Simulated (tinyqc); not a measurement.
# From non-uniformity (max - min)/(max + min) back to source-to-wafer distance h

Model: vacuum evaporation: vapour pressure, source flux, thickness distribution, purity and step coverage. Computed by tinyqc, a small Python program. Command: `OMP_NUM_THREADS=1 python tinyqc.py 3110617 3110618 out.jsonl evap inv`. One thread of a shared host (Intel(R) Xeon(R) Processor @ 2.30GHz), about 0.01 s of CPU time with the checks.

Molecular flow, unit sticking of the metal, no re-evaporation. The background gas is taken as water vapour (18.015 g/mol, collision diameter 0.37 nm) at 300 K.

Inputs (values chosen for the exercise, modelled on aluminium, with constants for the liquid):

| quantity | value | unit |
|---|---|---|
| molar mass M | 26.98 | g/mol |
| film density rho | 2.7 | g/cm^3 |
| vapour-pressure constant A | 10.94 | - |
| vapour-pressure constant B | 16190 | K |
| source temperature T | 1590 | K |
| source area | 6.7 | cm^2 |
| directionality n | 3 | - |
| wafer radius R | 10 | cm |

Constants: u = 1.6605390666e-27 kg; k_B = 1.380649e-23 J/K; R = 8.314462618 J/(mol K).

Method:
- log10(p_v/Pa) = A - B/T; flux from the surface Phi = p_v/sqrt(2 pi m k_B T), m = M u.
- Mass loss = Phi x area x m; heat of evaporation = ln(10) R B; d ln Phi/dT = ln(10) B/T^2 - 1/(2 T).
- A small source emits (n + 1) Phi area cos^n(phi)/(2 pi) per solid angle; on a parallel plane at height h and lateral distance l the arrival rate is (n + 1) Phi area/(2 pi h^2) x (1 + (l/h)^2)^(-(n + 3)/2). Growth rate = arrival rate x m/rho, m = M u. The wafer is fixed and centred above the source.

Problem. A run gave the result below. Find the source-to-wafer distance h, known to lie between 46 and 99 cm.

non-uniformity (max - min)/(max + min) = 4.827933 %

Solution.

Each step takes the trial c = (a f_b - b f_a)/(f_b - f_a), f being the result less the target and a, b, c the logarithms of the listed values; c replaces end b, the old b replaces a if the sign of f changed, and otherwise f_a is halved.

Scan of the range:

| source-to-wafer distance h (cm) | non-uniformity (max - min)/(max + min) (%) |
|---|---|
| 46.0 | 6.91538 |
| 52.3 | 5.38081 |
| 59.4 | 4.18968 |
| 67.5 | 3.25542 |
| 76.7 | 2.52780 |
| 87.1 | 1.96405 |
| 99.0 | 1.52258 |

False position (Illinois rule, in the logarithm of the input) inside the bracket:

| step | end a | end b | trial | non-uniformity (max - min)/(max + min) (%) |
|---|---|---|---|---|
| 1 | 52.3000 | 59.4000 | 55.4834 | 4.79151 |
| 2 | 52.3000 | 55.4834 | 55.1030 | 4.85672 |
| 3 | 55.4834 | 55.1030 | 55.2706 | 4.82783 |
| 4 | 55.1030 | 55.2706 | 55.2700 | 4.82793 |
| 5 | 55.1030 | 55.2700 | 55.2700 | 4.82793 |
| 6 | 55.2700 | 55.2700 | 55.2700 | 4.82793 |

Non-uniformity (max - min)/(max + min) falls at every point of a 13-point scan of the range (every second point is shown), so one value fits; it is bracketed by 52.3 and 59.4. Answer: source-to-wafer distance h = 55.27 cm.
